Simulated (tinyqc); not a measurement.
# Bulk resistivity and mean free path from two films

Problem. In the thick-film limit single-crystal films obey rho = rho0 (1 + 3 (1 - ps) lam/(8 d)). Find rho0, lam and the product rho0 lam.

Parameters, values chosen for the exercise:
- ps = 0 (specular share of surface scattering)

rho at d = 26 and 100 nm (uohm cm): 7.0534856  6.3109063

Answer. rho is a straight line in 1/d: the intercept is rho0 and the slope (3/8)(1 - ps) rho0 lam. Without ps only the product (1 - ps) lam could be found.

rho0 = 6.05 uohm cm
lam = 11.5 nm
rho0 lam = 69.6 uohm cm nm

tinyqc, about 0.01 s, one thread, Intel Xeon 2.30GHz (shared host): `OMP_NUM_THREADS=1 python tinyqc.py 2100105 2100106 out.jsonl`
